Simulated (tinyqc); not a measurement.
Worked calculation: Koster-Slater impurity in an sp3s* host. Values are carried at full precision from step to step, so a last printed digit may differ when a step is redone from the rounded ones.

sp3s* tight binding, nearest neighbours only: anion (a) at 0, cation (c) at a/4 (1,1,1), orbitals s, px, py, pz, s* on each; k in units of 2 pi/a. With phases e_j = exp(i (pi/2) k.n_j) for n = (1,1,1), (1,-1,-1), (-1,1,-1), (-1,-1,1): g0 = (e1+e2+e3+e4)/4, g1 = (e1+e2-e3-e4)/4, g2 = (e1-e2+e3-e4)/4, g3 = (e1-e2-e3+e4)/4. The diagonal holds the levels Esa, Epa, Exa (s*) and Esc, Epc, Exc. Anion-cation block: <sa|sc> = Vss g0; <sa|xc> = Vsapc g1; <xa|sc> = -Vscpa g1; <xa|xc> = Vxx g0; <xa|yc> = <ya|xc> = Vxy g3, <xa|zc> = <za|xc> = Vxy g2, <ya|zc> = <za|yc> = Vxy g1; <s*a|xc> = Vxapc g1; <xa|s*c> = -Vpaxc g1; y and z take g2 and g3 in place of g1; s-s* and s*-s* vanish.

Parameters, chosen for this exercise (out of a larger set: near a published set for Ge; not measured data):
- p = (-5.852, 1.602, -5.852, 1.602, 6.39, 6.39, -6.731, 1.61, 4.942, 5.425, 5.425, 5.249, 5.249) eV (order Esa, Epa, Esc, Epc, Exa, Exc, Vss, Vxx, Vxy, Vsapc, Vscpa, Vxapc, Vpaxc)
- N = 6 (mesh)
- V = -20 eV (shift of the p levels)

## The gap of the host

Gaps from the top of the valence band to Gamma, to the minimum on (x,0,0) from 0.5 to 1, and to L; the smallest is Eg.

top of the valence band on the scale of the parameters = -0.0080 eV

gaps (eV): Gamma 0.8870, Delta 0.7561, L 0.7239

Eg (smallest gap of the host) = 0.72388 eV

## Where the weight lies

A defect on a cation site (c) shifts the s level there by Vs or the three p levels by Vp and leaves the rest. A level in the gap solves 1/Vs = G_s(E) (symmetry A1) or 1/Vp = G_p(E) (T2, threefold), with G(E) = (1/N^3) sum over k and bands of w/(E - e), where w is the weight of the state on the s orbital of that site, or the mean weight on its px, py, pz. Mesh: k = f1 (-1,1,1) + f2 (1,-1,1) + f3 (1,1,-1), f = (j + 1/2)/N, j = 0 to N - 1. Energies from the top of the valence band at Gamma; the s* orbital of the site is left as it is. An infinite shift removes the s or p orbitals, the model of the ideal vacancy: G(E) = 0.

For each band: mean energy over the mesh and summed weights; each column of weights adds to one.

Bands:

| band | mean energy (eV) | s weight | p weight |
|---|---|---|---|
| 1 | -10.712 | 0.4293 | 0.0218 |
| 2 | -7.014 | 0.2557 | 0.0737 |
| 3 | -2.667 | 0.0087 | 0.1633 |
| 4 | -2.129 | 0.0032 | 0.1655 |
| 5 | 1.101 | 0.1736 | 0.0648 |
| 6 | 1.674 | 0.0971 | 0.0739 |
| 7 | 5.351 | 0.0003 | 0.1650 |
| 8 | 5.830 | 0.0004 | 0.1608 |
| 9 | 9.184 | 0.0186 | 0.0445 |
| 10 | 10.150 | 0.0130 | 0.0667 |

The filled bands hold 0.697 of the s orbital and 0.424 of each p orbital of the cation. Filled states add positive terms to G in the gap and empty ones negative terms.

## Green functions across the gap

G at nine energies E = Eg j/8.

G(E) (1/eV):

| E (eV) | G_s | G_p |
|---|---|---|
| 0.0000 | -0.14938 | 0.01314 |
| 0.0905 | -0.17129 | -0.01268 |
| 0.1810 | -0.19752 | -0.03566 |
| 0.2715 | -0.22976 | -0.05903 |
| 0.3619 | -0.27073 | -0.08478 |
| 0.4524 | -0.32520 | -0.11530 |
| 0.5429 | -0.40268 | -0.15466 |
| 0.6334 | -0.52643 | -0.21231 |
| 0.7239 | -0.79060 | -0.32281 |

Both fall with E, as dG/dE = -sum w/(E - e)^2 demands. G_s keeps its sign, so the vacancy has no level of this symmetry in the gap. G_p changes sign, so the vacancy has a level of this symmetry in the gap.

## A first estimate from the table

A defect that shifts the p level of its cation site by V has a level where the host Green function G_p(E) equals 1/V; E is counted from the top of the valence band. Find it by linear interpolation between the two rows that bracket it.

1/V = -0.05000 1/eV
estimated level = 0.236 eV

## The level and its weight on the defect

Solve by bisection with the full sum. The weight of the bound state on the shifted orbital is G^2/(-G'), which is also dE/dV.

level = 0.2372 eV
G'(E) = -0.25944 1/eV^2
weight on the defect orbital = 0.0096

The level lies 0.237 eV above the valence band and 0.487 eV below the conduction band. Only 1.0 % of it sits on the shifted orbital, the rest on other orbitals, so a shift of 1 eV moves the level by about 10 meV.

## Checks

- Sum of the s weights over all bands against one: both 1.00000.
- First moment of the s weights against the s level of the site, on the scale of the parameters: both -5.85200.

Computed by tinyqc, a small Python program: `OMP_NUM_THREADS=1 python tinyqc.py 1480853 1480854 out.jsonl` (the numbers bound the seed that draws the inputs); one thread of a shared host (Intel(R) Xeon(R) Processor @ 2.30GHz), about 0.01 s for the whole set of steps.
